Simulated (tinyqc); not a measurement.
RHF in the sto-6g basis, for BeH2, spin multiplicity 1, step by step (part 1 of 2). Computed by tinyqc, a small Python program that keeps every step (integrals from PySCF). Settings: charge = 0, multiplicity = 1, basis = sto-6g, energy threshold = 1e-10, iteration cap = 57, orthogonalisation = symmetric, start = core, DIIS depth = 8, method = RHF. Command: `OMP_NUM_THREADS=1 python tinyqc.py 26638 26639 out.jsonl` (the two numbers bound the seeds that draw the settings). One thread of a shared host (Intel(R) Xeon(R) Processor @ 2.60GHz), about 0.1 s of CPU time with the checks. Later iterations appear only in the table of the cycle.

## One-electron integrals

Geometry (angstrom):

| atom | x | y | z |
|---|---|---|---|
| Be | 0.000000 | 0.000000 | 0.000000 |
| H | 0.000000 | 1.225000 | 0.000000 |
| H | 0.000000 | -1.247000 | 0.000000 |

Basis sto-6g: exponents (1/bohr^2) and contraction coefficients of normalised primitives:

| element | l (shell) | exponent | coefficient |
|---|---|---|---|
| Be | s (1) | 312.870494 | 0.009164 |
| Be | s (1) | 57.364463 | 0.049361 |
| Be | s (1) | 16.048509 | 0.168538 |
| Be | s (1) | 5.513096 | 0.370563 |
| Be | s (1) | 2.140897 | 0.416492 |
| Be | s (1) | 0.881739 | 0.130334 |
| Be | s (2) | 13.633247 | -0.013253 |
| Be | s (2) | 2.698375 | -0.046992 |
| Be | s (2) | 0.838653 | -0.033785 |
| Be | s (2) | 0.322660 | 0.250242 |
| Be | s (2) | 0.140131 | 0.595117 |
| Be | s (2) | 0.064233 | 0.240706 |
| Be | p (3) | 13.633247 | 0.003760 |
| Be | p (3) | 2.698375 | 0.037679 |
| Be | p (3) | 0.838653 | 0.173897 |
| Be | p (3) | 0.322660 | 0.418036 |
| Be | p (3) | 0.140131 | 0.425860 |
| Be | p (3) | 0.064233 | 0.101708 |
| H | s (1) | 35.523221 | 0.009164 |
| H | s (1) | 6.513144 | 0.049361 |
| H | s (1) | 1.822143 | 0.168538 |
| H | s (1) | 0.625955 | 0.370563 |
| H | s (1) | 0.243077 | 0.416492 |
| H | s (1) | 0.100112 | 0.130334 |

Overlap, kinetic and nuclear-attraction integrals over the contracted functions; the nuclear repulsion is the sum of Za Zb / Rab.

nuclear repulsion = 3.63943497 hartree

overlap S, lower triangle:
```
           1Be 1s    1Be 2s   1Be 2px    1Be 2py   1Be 2pz     2H 1s     3H 1s
1Be 1s   1.000000
1Be 2s   0.254764  1.000000
1Be 2px  0.000000  0.000000  1.000000
1Be 2py  0.000000  0.000000  0.000000   1.000000
1Be 2pz  0.000000  0.000000  0.000000   0.000000  1.000000
2H 1s    0.092775  0.507573  0.000000   0.554465  0.000000  1.000000
3H 1s    0.088423  0.498530  0.000000  -0.549339  0.000000  0.054832  1.000000
```

kinetic energy T (hartree), lower triangle:
```
            1Be 1s    1Be 2s   1Be 2px    1Be 2py   1Be 2pz      2H 1s     3H 1s
1Be 1s    6.768753
1Be 2s   -0.207382  0.220121
1Be 2px   0.000000  0.000000  0.661265
1Be 2py   0.000000  0.000000  0.000000   0.661265
1Be 2pz   0.000000  0.000000  0.000000   0.000000  0.661265
2H 1s    -0.012172  0.087646  0.000000   0.232198  0.000000   0.768522
3H 1s    -0.012746  0.083916  0.000000  -0.224479  0.000000  -0.010308  0.768522
```

nuclear attraction V (hartree), lower triangle:
```
             1Be 1s     1Be 2s    1Be 2px    1Be 2py    1Be 2pz      2H 1s      3H 1s
1Be 1s   -15.571133
1Be 2s    -1.868847  -3.081998
1Be 2px    0.000000   0.000000  -2.996814
1Be 2py   -0.000783  -0.002654   0.000000  -3.252020
1Be 2pz    0.000000   0.000000   0.000000   0.000000  -2.996814
2H 1s     -0.753054  -1.570494   0.000000  -1.687853   0.000000  -3.160056
3H 1s     -0.716132  -1.531574   0.000000   1.658768   0.000000  -0.192463  -3.131763
```

core Hamiltonian H = T + V (hartree), lower triangle:
```
            1Be 1s     1Be 2s    1Be 2px    1Be 2py    1Be 2pz      2H 1s      3H 1s
1Be 1s   -8.802380
1Be 2s   -2.076229  -2.861877
1Be 2px   0.000000   0.000000  -2.335549
1Be 2py  -0.000783  -0.002654   0.000000  -2.590754
1Be 2pz   0.000000   0.000000   0.000000   0.000000  -2.335549
2H 1s    -0.765226  -1.482848   0.000000  -1.455655   0.000000  -2.391534
3H 1s    -0.728878  -1.447657   0.000000   1.434289   0.000000  -0.202771  -2.363241
```

## Two-electron integrals

Functions are numbered as in S; the eight-fold symmetry (ij|kl) = (ji|kl) = (kl|ij) leaves the list below.

Two-electron integrals (ij|kl) in chemists' order, unique and non-zero (hartree):
```
(11|11) 2.299996    (21|11) 0.361879    (21|21) 0.071926    (22|11) 0.570332
(22|21) 0.139654    (22|22) 0.417773    (31|31) 0.015252    (32|31) 0.022555
(32|32) 0.092340    (33|11) 0.570332    (33|21) 0.139654    (33|22) 0.417773
(33|33) 0.450117    (41|41) 0.015252    (42|41) 0.022555    (42|42) 0.092340
(43|43) 0.024258    (44|11) 0.570332    (44|21) 0.139654    (44|22) 0.417773
(44|33) 0.401601    (44|44) 0.450117    (51|51) 0.015252    (52|51) 0.022555
(52|52) 0.092340    (53|53) 0.024258    (54|54) 0.024258    (55|11) 0.570332
(55|21) 0.139654    (55|22) 0.417773    (55|33) 0.401601    (55|44) 0.401601
(55|55) 0.450117    (61|11) 0.137243    (61|21) 0.026393    (61|22) 0.050695
(61|33) 0.050285    (61|41) 0.002591    (61|42) 0.004900    (61|44) 0.051515
(61|55) 0.050285    (61|61) 0.010236    (62|11) 0.261688    (62|21) 0.064694
(62|22) 0.203342    (62|33) 0.196496    (62|41) 0.009038    (62|42) 0.048311
(62|44) 0.217035    (62|55) 0.196496    (62|61) 0.025901    (62|62) 0.135536
(63|31) 0.007045    (63|32) 0.029936    (63|43) 0.008945    (63|63) 0.014405
(64|11) 0.259801    (64|21) 0.065186    (64|22) 0.214541    (64|33) 0.202090
(64|41) 0.014918    (64|42) 0.076192    (64|44) 0.239441    (64|55) 0.202090
(64|61) 0.027678    (64|62) 0.164212    (64|64) 0.208546    (65|51) 0.007045
(65|52) 0.029936    (65|54) 0.008945    (65|65) 0.014405    (66|11) 0.425600
(66|21) 0.107445    (66|22) 0.370803    (66|33) 0.344449    (66|41) 0.019775
(66|42) 0.127442    (66|44) 0.423509    (66|55) 0.344449    (66|61) 0.044982
(66|62) 0.300242    (66|64) 0.389543    (66|66) 0.774999    (71|11) 0.130602
(71|21) 0.025126    (71|22) 0.048301    (71|33) 0.047908    (71|41) -0.002469
(71|42) -0.004683   (71|44) 0.049084    (71|55) 0.047908    (71|61) 0.008844
(71|62) 0.020609    (71|64) 0.019719    (71|66) 0.033371    (71|71) 0.009279
(72|11) 0.254664    (72|21) 0.062999    (72|22) 0.198721    (72|33) 0.191940
(72|41) -0.008808   (72|42) -0.047547   (72|44) 0.212282    (72|55) 0.191940
(72|61) 0.021066    (72|62) 0.076360    (72|64) 0.071496    (72|66) 0.127555
(72|71) 0.024050    (72|72) 0.130441    (73|31) 0.006782    (73|32) 0.029013
(73|43) -0.008748   (73|63) 0.006765    (73|73) 0.013667    (74|11) -0.254995
(74|21) -0.064009   (74|22) -0.211391   (74|33) -0.199096   (74|41) 0.014504
(74|42) 0.074872    (74|44) -0.235981   (74|55) -0.199096   (74|61) -0.020355
(74|62) -0.072323   (74|64) -0.063038   (74|66) -0.116485   (74|71) -0.025887
(74|72) -0.159195   (74|74) 0.203284    (75|51) 0.006782    (75|52) 0.029013
(75|54) -0.008748   (75|65) 0.006765    (75|75) 0.013667    (76|11) 0.034461
(76|21) 0.008269    (76|22) 0.023840    (76|33) 0.023411    (76|41) -0.000009
(76|42) -0.000058   (76|44) 0.024697    (76|55) 0.023411    (76|61) 0.003021
(76|62) 0.011942    (76|64) 0.012855    (76|66) 0.022585    (76|71) 0.002882
(76|72) 0.011744    (76|74) -0.012779   (76|76) 0.001391    (77|11) 0.418624
(77|21) 0.105758    (77|22) 0.367105    (77|33) 0.340894    (77|41) -0.019268
(77|42) -0.126303   (77|44) 0.419525    (77|55) 0.340894    (77|61) 0.034517
(77|62) 0.129393    (77|64) 0.116819    (77|66) 0.213936    (77|71) 0.042182
(77|72) 0.293974    (77|74) -0.383847   (77|76) 0.022585    (77|77) 0.774999
```

## Orthogonalisation

S = U s U^T; symmetric (Loewdin) form X = U s^(-1/2) U^T, so that X^T S X = 1.

eigenvalues of S: 0.191382  0.301816  0.925793  1.000000  1.000000  1.753181  1.827828

X, lower triangle:
```
            1Be 1s     1Be 2s   1Be 2px    1Be 2py   1Be 2pz      2H 1s     3H 1s
1Be 1s    1.026659
1Be 2s   -0.145366   1.322037
1Be 2px   0.000000   0.000000  1.000000
1Be 2py   0.000757   0.009739  0.000000   1.493205
1Be 2pz   0.000000   0.000000  0.000000   0.000000  1.000000
2H 1s     0.008008  -0.373651  0.000000  -0.547101  0.000000   1.408676
3H 1s     0.010013  -0.356578  0.000000   0.533984  0.000000  -0.147743  1.389732
```

## Starting guess

The start is the orbitals of the core Hamiltonian; D = 2 C_occ C_occ^T.

D at the start, lower triangle:
```
            1Be 1s     1Be 2s   1Be 2px    1Be 2py   1Be 2pz     2H 1s     3H 1s
1Be 1s    2.122890
1Be 2s   -0.416665   1.260046
1Be 2px   0.000000   0.000000  0.000000
1Be 2py   0.006776  -0.035806  0.000000   1.786045
1Be 2pz   0.000000   0.000000  0.000000   0.000000  0.000000
2H 1s    -0.077255   0.346862  0.000000   0.100243  0.000000  0.102992
3H 1s    -0.068499   0.317881  0.000000  -0.084925  0.000000  0.083517  0.084089
```

## Iteration 1: building the Fock matrix

J_ij = sum D_kl (ij|kl), K_ij = sum D_kl (ik|jl); F = H + J - 0.5 K; E = tr D H + tr D J / 2 - 0.25 tr D K + E_nn.

Coulomb J (hartree), lower triangle:
```
           1Be 1s    1Be 2s   1Be 2px    1Be 2py   1Be 2pz     2H 1s     3H 1s
1Be 1s   6.802893
1Be 2s   1.256383  2.771860
1Be 2px  0.000000  0.000000  2.724459
1Be 2py  0.000142  0.001917  0.000000   2.866663
1Be 2pz  0.000000  0.000000  0.000000   0.000000  2.724459
2H 1s    0.470543  1.366891  0.000000   1.446938  0.000000  2.506063
3H 1s    0.447911  1.331497  0.000000  -1.419252  0.000000  0.164513  2.466346
```

exchange K (hartree), lower triangle:
```
            1Be 1s     1Be 2s   1Be 2px    1Be 2py   1Be 2pz     2H 1s     3H 1s
1Be 1s    4.698381
1Be 2s    0.761574   1.031870
1Be 2px   0.000000   0.000000  0.217497
1Be 2py  -0.000121  -0.000587  0.000000   1.146157
1Be 2pz   0.000000   0.000000  0.000000   0.000000  0.217497
2H 1s     0.308394   0.653216  0.000000   0.651059  0.000000  0.900151
3H 1s     0.294384   0.636415  0.000000  -0.634260  0.000000  0.075928  0.858682
```

Fock matrix F (hartree), lower triangle:
```
            1Be 1s     1Be 2s   1Be 2px    1Be 2py   1Be 2pz      2H 1s      3H 1s
1Be 1s   -4.348678
1Be 2s   -1.200633  -0.605952
1Be 2px   0.000000   0.000000  0.280162
1Be 2py  -0.000581  -0.000444  0.000000  -0.297170
1Be 2pz   0.000000   0.000000  0.000000   0.000000  0.280162
2H 1s    -0.448880  -0.442565  0.000000  -0.334247  0.000000  -0.335547
3H 1s    -0.428159  -0.434368  0.000000   0.332167  0.000000  -0.076222  -0.326235
```

total energy of this density = -15.41734338 hartree

## Iteration 1: diagonalisation and new density

Diagonalise F' = X^T F X, C = X C', fill 3 alpha and 3 beta electrons from the bottom; D = 2 C_occ C_occ^T. Each column has its largest component positive (the first on a tie).

F' = X^T F X (hartree), lower triangle:
```
           1          2         3          4         5          6         7
1  -4.252023
2  -0.613742  -0.044425
3   0.000000   0.000000  0.280162
4   0.001377   0.009460  0.000000   0.264441
5   0.000000   0.000000  0.000000   0.000000  0.280162
6  -0.111371  -0.360487  0.000000  -0.516701  0.000000   0.169656
7  -0.101200  -0.346574  0.000000   0.506598  0.000000  -0.166997  0.159439
```

orbital energies (hartree): MO1 -4.350947, MO2 -0.447392, MO3 -0.426347, MO4 0.280162, MO5 0.280162, MO6 0.498959, MO7 1.022815

coefficients C:
```
              MO1        MO2        MO3       MO4        MO5        MO6        MO7
1Be 1s   0.993518  -0.231810   0.005424  0.000000   0.000000  -0.185674  -0.002832
1Be 2s   0.023993   0.549296  -0.018967  0.000000   0.000000   1.315332   0.054874
1Be 2px  0.000000   0.000000   0.000000  0.678550   0.734554   0.000000   0.000000
1Be 2py  0.000014   0.013101   0.552019  0.000000   0.000000  -0.032167   1.583756
1Be 2pz  0.000000   0.000000   0.000000  0.734554  -0.678550   0.000000   0.000000
2H 1s    0.000616   0.397245   0.354500  0.000000   0.000000  -0.851392  -1.198688
3H 1s    0.000363   0.374749  -0.373889  0.000000   0.000000  -0.899358   1.129821
```

D after iteration 1, lower triangle:
```
            1Be 1s     1Be 2s   1Be 2px    1Be 2py   1Be 2pz     2H 1s     3H 1s
1Be 1s    2.081684
1Be 2s   -0.207196   0.605322
1Be 2px   0.000000   0.000000  0.000000
1Be 2py  -0.000058  -0.006546  0.000000   0.609793
1Be 2pz   0.000000   0.000000  0.000000   0.000000  0.000000
2H 1s    -0.179102   0.422992  0.000000   0.401790  0.000000  0.566948
3H 1s    -0.177075   0.425896  0.000000  -0.402968  0.000000  0.032647  0.560459
```

Within a degenerate level the vectors are fixed only up to a rotation; this is one choice.

## Iteration 2: building the Fock matrix

As before.

Coulomb J (hartree), lower triangle:
```
           1Be 1s    1Be 2s   1Be 2px    1Be 2py   1Be 2pz     2H 1s     3H 1s
1Be 1s   6.566261
1Be 2s   1.207947  2.703348
1Be 2px  0.000000  0.000000  2.632632
1Be 2py  0.000503  0.001408  0.000000   2.844781
1Be 2pz  0.000000  0.000000  0.000000   0.000000  2.632632
2H 1s    0.453544  1.369638  0.000000   1.477160  0.000000  2.624866
3H 1s    0.431615  1.337628  0.000000  -1.453957  0.000000  0.161988  2.600231
```

exchange K (hartree), lower triangle:
```
           1Be 1s    1Be 2s   1Be 2px    1Be 2py   1Be 2pz     2H 1s     3H 1s
1Be 1s   4.654714
1Be 2s   0.754167  0.928937
1Be 2px  0.000000  0.000000  0.168710
1Be 2py  0.000121  0.003107  0.000000   1.081175
1Be 2pz  0.000000  0.000000  0.000000   0.000000  0.168710
2H 1s    0.296169  0.696387  0.000000   0.743191  0.000000  1.208931
3H 1s    0.282129  0.685122  0.000000  -0.734641  0.000000  0.072470  1.194431
```

Fock matrix F (hartree), lower triangle:
```
            1Be 1s     1Be 2s   1Be 2px    1Be 2py   1Be 2pz      2H 1s      3H 1s
1Be 1s   -4.563476
1Be 2s   -1.245366  -0.622997
1Be 2px   0.000000   0.000000  0.212728
1Be 2py  -0.000340  -0.002800  0.000000  -0.286561
1Be 2pz   0.000000   0.000000  0.000000   0.000000  0.212728
2H 1s    -0.459766  -0.461404  0.000000  -0.350091  0.000000  -0.371133
3H 1s    -0.438327  -0.452590  0.000000   0.347652  0.000000  -0.077018  -0.360226
```

total energy of this density = -15.72077638 hartree

## Iteration 2: DIIS over 2 matrices

error matrix X^T (FDS - SDF) X:
```
           1          2         3          4         5          6          7
1   0.000000   0.001863  0.000000  -0.000086  0.000000  -0.003296  -0.003923
2  -0.001863   0.000000  0.000000   0.000319  0.000000   0.022025   0.025282
3   0.000000   0.000000  0.000000   0.000000  0.000000   0.000000   0.000000
4   0.000086  -0.000319  0.000000   0.000000  0.000000   0.055171  -0.058474
5   0.000000   0.000000  0.000000   0.000000  0.000000   0.000000   0.000000
6   0.003296  -0.022025  0.000000  -0.055171  0.000000   0.000000   0.000372
7   0.003923  -0.025282  0.000000   0.058474  0.000000  -0.000372   0.000000
```

B (overlaps of the stored error matrices):
```
               1              2
1  1.3873072e+00  1.4138539e-01
2  1.4138539e-01  1.5234467e-02
```

Minimise |sum c_i e_i|^2 with sum c_i = 1: solve [B -1; -1 0][c; lambda] = [0; -1] with B_ij = tr e_i^T e_j, and take F = sum c_i F_i.

DIIS coefficients: -0.112658  1.112658

extrapolated F (hartree), lower triangle:
```
            1Be 1s     1Be 2s   1Be 2px    1Be 2py   1Be 2pz      2H 1s      3H 1s
1Be 1s   -4.587675
1Be 2s   -1.250406  -0.624918
1Be 2px   0.000000   0.000000  0.205131
1Be 2py  -0.000313  -0.003065  0.000000  -0.285366
1Be 2pz   0.000000   0.000000  0.000000   0.000000  0.205131
2H 1s    -0.460993  -0.463526  0.000000  -0.351876  0.000000  -0.375143
3H 1s    -0.439472  -0.454643  0.000000   0.349397  0.000000  -0.077107  -0.364055
```

## Iteration 2: diagonalisation and new density

As before.

F' = X^T F X (hartree), lower triangle:
```
           1          2         3          4         5          6         7
1  -4.489807
2  -0.636633  -0.036787
3   0.000000   0.000000  0.205131
4   0.002256   0.005074  0.000000   0.324857
5   0.000000   0.000000  0.000000   0.000000  0.205131
6  -0.107826  -0.371869  0.000000  -0.543724  0.000000   0.140260
7  -0.096971  -0.361278  0.000000   0.536174  0.000000  -0.168978  0.134144
```

orbital energies (hartree): MO1 -4.589347, MO2 -0.478759, MO3 -0.448030, MO4 0.205131, MO5 0.205131, MO6 0.509437, MO7 1.079366

coefficients C:
```
               MO1        MO2        MO3       MO4        MO5        MO6        MO7
1Be 1s    0.994545  -0.223497   0.011803  0.000000   0.000000  -0.190042  -0.000507
1Be 2s    0.021567   0.523466  -0.032938  0.000000   0.000000   1.326155   0.038951
1Be 2px   0.000000   0.000000   0.000000  0.311179   0.950351   0.000000   0.000000
1Be 2py  -0.000019   0.028910   0.504723  0.000000   0.000000  -0.014694   1.599506
1Be 2pz   0.000000   0.000000   0.000000  0.950351  -0.311179   0.000000   0.000000
2H 1s    -0.001170   0.425481   0.373971  0.000000   0.000000  -0.858611  -1.177749
3H 1s    -0.001394   0.378652  -0.421266  0.000000   0.000000  -0.877751   1.128840
```

D after iteration 2, lower triangle:
```
            1Be 1s     1Be 2s   1Be 2px    1Be 2py   1Be 2pz     2H 1s     3H 1s
1Be 1s    2.078418
1Be 2s   -0.191864   0.551133
1Be 2px   0.000000   0.000000  0.000000
1Be 2py  -0.001047  -0.002983  0.000000   0.511162
1Be 2pz   0.000000   0.000000  0.000000   0.000000  0.000000
2H 1s    -0.183687   0.420763  0.000000   0.402104  0.000000  0.641778
3H 1s    -0.181972   0.424114  0.000000  -0.403351  0.000000  0.007139  0.641688
```

Within a degenerate level the vectors are fixed only up to a rotation; this is one choice.

## Iteration 6 (converged): orbitals

converged F (hartree), lower triangle:
```
            1Be 1s     1Be 2s   1Be 2px    1Be 2py   1Be 2pz      2H 1s      3H 1s
1Be 1s   -4.585326
1Be 2s   -1.249586  -0.623719
1Be 2px   0.000000   0.000000  0.205588
1Be 2py  -0.000307  -0.003458  0.000000  -0.281896
1Be 2pz   0.000000   0.000000  0.000000   0.000000  0.205588
2H 1s    -0.461079  -0.462165  0.000000  -0.349580  0.000000  -0.372912
3H 1s    -0.439572  -0.452776  0.000000   0.346635  0.000000  -0.077074  -0.361231
```

As before.

F' = X^T F X (hartree), lower triangle:
```
           1          2         3          4         5          6         7
1  -4.487562
2  -0.635822  -0.037410
3   0.000000   0.000000  0.205588
4   0.002309   0.004767  0.000000   0.325886
5   0.000000   0.000000  0.000000   0.000000  0.205588
6  -0.108422  -0.370593  0.000000  -0.541402  0.000000   0.140562
7  -0.097610  -0.359714  0.000000   0.533629  0.000000  -0.168065  0.134747
```

orbital energies (hartree): MO1 -4.586988, MO2 -0.476323, MO3 -0.444267, MO4 0.205588, MO5 0.205588, MO6 0.507584, MO7 1.076217

coefficients C:
```
               MO1        MO2        MO3       MO4        MO5        MO6        MO7
1Be 1s    0.994566  -0.223579   0.014115  0.000000   0.000000  -0.189676  -0.000483
1Be 2s    0.021384   0.524382  -0.038307  0.000000   0.000000   1.325655   0.038859
1Be 2px   0.000000   0.000000   0.000000  0.879068  -0.476697   0.000000   0.000000
1Be 2py  -0.000024   0.034161   0.503565  0.000000   0.000000  -0.014683   1.599767
1Be 2pz   0.000000   0.000000   0.000000  0.476697   0.879068   0.000000   0.000000
2H 1s    -0.001022   0.428500   0.370074  0.000000   0.000000  -0.859113  -1.177520
3H 1s    -0.001254   0.373409  -0.425829  0.000000   0.000000  -0.878028   1.128659
```

D after iteration 6, lower triangle:
```
            1Be 1s     1Be 2s   1Be 2px    1Be 2py   1Be 2pz     2H 1s     3H 1s
1Be 1s    2.078696
1Be 2s   -0.193027   0.553803
1Be 2px   0.000000   0.000000  0.000000
1Be 2py  -0.001108  -0.002754  0.000000   0.509489
1Be 2pz   0.000000   0.000000  0.000000   0.000000  0.000000
2H 1s    -0.183193   0.421000  0.000000   0.401989  0.000000  0.641137
3H 1s    -0.181489   0.424189  0.000000  -0.403353  0.000000  0.004838  0.641533
```

Within a degenerate level the vectors are fixed only up to a rotation; this is one choice.

## Convergence

Stop when the energy changes by less than 1e-10 hartree and every element of the error matrix X^T (F D S - S D F) X is below 3e-06.

Course of the cycle:

| iteration | E (hartree) | change | largest element of the error matrix |
|---|---|---|---|
| 1 | -15.41734338 | - | 5.21e-01 |
| 2 | -15.72077638 | -3.03e-01 | 5.85e-02 |
| 3 | -15.72379256 | -3.02e-03 | 1.09e-03 |
| 4 | -15.72379478 | -2.22e-06 | 1.69e-04 |
| 5 | -15.72379484 | -5.57e-08 | 9.44e-06 |
| 6 | -15.72379484 | -8.59e-11 | 1.42e-07 |

PySCF RHF in the same basis = -15.72379484 hartree

Converged in 6 iterations.
